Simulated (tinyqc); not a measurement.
Interlayer thickness: switching kinetics of a ferroelectric film and the memory window of a ferroelectric gate stack. Computed by tinyqc, a small Python program. Command: `OMP_NUM_THREADS=1 python tinyqc.py 3004602 3004603 out.jsonl feswitch walk`. One thread of a shared host (Intel(R) Xeon(R) Processor @ 2.30GHz), about 0.02 s of CPU time with the checks.

Fields in MV/cm; 1 microcoulomb/cm^2 over eps_0 is 11.29409 MV/cm. In the stack (metal, ferroelectric, interlayer, channel) the channel is taken as a conductor.

Inputs (values chosen for the exercise, for a model film):
```
quantity                                 value               unit
saturation polarisation P_s                 30  microcoulomb/cm^2
ratio P_r/P_s                             0.84                  -
coercive field E_c                         1.3              MV/cm
permittivity of the ferroelectric eps_F     24                  -
thickness t_F                               24                 nm
permittivity of the interlayer eps_I       7.5                  -
share s of P screened by trapped charge   0.81                  -
pulse height V                             6.6                  V
breakdown field of the interlayer           15              MV/cm
```

Method. Series stack: V = E_F t_F + E_I t_I and eps_I E_I = eps_F E_F + (1 - s) P/eps_0. E_I is for P = +P_s at the pulse height, the depolarising field for P = +P_r at V = 0; V needed puts E_F = 1.5 E_c after switching.

Stack against t_I:
```
t_I (nm)  E_F after (MV/cm)  E_I (MV/cm)  depolarising field / E_c  V needed (V)
0.3                  2.5411       16.715                   0.06666        5.1247
0.5                  2.4105       16.297                   0.10833        5.4212
0.8                  2.2264       15.708                   0.16706        5.8659
1.2                  2.0007       14.986                   0.23906        6.4588
1.6                  1.7949       14.327                   0.30474        7.0518
2.0                  1.6063       13.724                   0.36489        7.6447
3.0                  1.1979       12.417                   0.49520        9.1271
```

Each nanometre of interlayer costs 1.48 V, against 0.20 V for a nanometre of ferroelectric. The depolarising field grows from 0.07 to 0.50 E_c. At E_F = 1.5 E_c the interlayer carries (1.5 eps_F E_c + (1 - s) P_s/eps_0)/eps_I = 14.8 MV/cm whatever its thickness. Caution: rows with E_I above the breakdown field of the interlayer cannot be reached without charge injection. Caution: where E_F after switching is below E_c the switching stalls before P_s, and where the depolarising field exceeds E_c the state switches back, so those rows describe states that are not held.
